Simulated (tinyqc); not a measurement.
Changing the anneal temperature: implant damage, amorphisation by cascade overlap, and solid-phase epitaxial regrowth. Computed by tinyqc, a small Python program. Command: `OMP_NUM_THREADS=1 python tinyqc.py 3113916 3113917 out.jsonl sper sweep`. One thread of a shared host (Intel(R) Xeon(R) Processor @ 2.30GHz), about 0.01 s of CPU time with the checks.

Range and width of the damage are inputs. Dynamic annealing enters only through the surviving share f.

Inputs (values chosen for the exercise, modelled on arsenic ions in silicon): atomic density N = 49.9 1/nm^3; ion Z1 = 33; ion mass M1 = 74.9 u; target Z2 = 14; target mass M2 = 28.09 u; ion energy E = 30 keV; displacement energy E_d = 16 eV; depth of the damage peak R_d = 19 nm; width of the damage profile s_d = 11 nm; share of defects that survive f = 0.73; critical displaced share x_c = 0.1; dose Q = 3.1e+14 1/cm^2; regrowth prefactor v0 = 4.1e+15 nm/s; regrowth energy E_a = 2.71 eV; rate relative to (100) = 1; peak enhancement by the dopant = 10.

Constants: a_0 = 0.529177210903 angstrom; e^2/(4 pi eps_0) = 14.39964548 eV angstrom; k_B = 8.617333262e-05 eV/K.

Method:
- Robinson partition: eps = E a M2/(Z1 Z2 (e^2/(4 pi eps_0)) (M1 + M2)), a = 0.8853 a_0/sqrt(Z1^(2/3) + Z2^(2/3)); k = 0.0793 Z1^(2/3) Z2^(1/2) (M1 + M2)^(3/2)/((Z1^(2/3) + Z2^(2/3))^(3/4) M1^(3/2) M2^(1/2)); damage energy T_d = E/(1 + k (eps + 0.40244 eps^(3/4) + 3.4008 eps^(1/6))); displacements nu = 0.8 T_d/(2 E_d).
- Displaced share x(z) = f nu Q exp(-(z - R_d)^2/(2 s_d^2))/(sqrt(2 pi) s_d N); the layer is amorphous where x > x_c, between R_d -/+ s_d sqrt(2 ln(x_max/x_c)), the upper edge being cut at the surface. Threshold dose Q_c = Q x_c/x_max.
- v = v0 x orientation factor x exp(-E_a/(k_B T)) x [1 + (enhancement - 1) exp(-(z - R_d)^2/(2 s_d^2))], T = anneal temperature + 273.15 K; the dopant is taken to follow the damage profile; the lower front moves from the lower edge z2 to the surface, or to the middle (z1 + z2)/2 of a buried layer with upper edge z1; time = int dz/v; the equivalent undoped distance is that time times the undoped velocity.

One run for each value:
```
anneal temperature (C)  undoped velocity (nm/s)  time with enhancement (s)  time without enhancement (s)
505                                  1.1512e-02                 6.9438e+02                    3.6733e+03
535                                  5.1607e-02                 1.5490e+02                    8.1943e+02
565                                  2.0778e-01                 3.8472e+01                    2.0352e+02
595                                  7.5982e-01                 1.0521e+01                    5.5655e+01
655                                  7.9014e+00                 1.0117e+00                    5.3519e+00
685                                  2.2827e+01                 3.5020e-01                    1.8526e+00
715                                  6.1830e+01                 1.2929e-01                    6.8394e-01
745                                  1.5793e+02                 5.0617e-02                    2.6777e-01
775                                  3.8229e+02                 2.0910e-02                    1.1062e-01
```

Give the missing row, anneal temperature (C) = 625.

Computed row:
```
anneal temperature (C)  undoped velocity (nm/s)  time with enhancement (s)  time without enhancement (s)
625                                  2.5480e+00                 3.1373e+00                    1.6597e+01
```

Interpolating between the two neighbouring rows (linearly) misses by up to 84 %. Over the rows, undoped velocity (nm/s) rises from 0.0115 to 382; time with enhancement (s) falls from 694 to 0.0209; time without enhancement (s) falls from 3670 to 0.111.
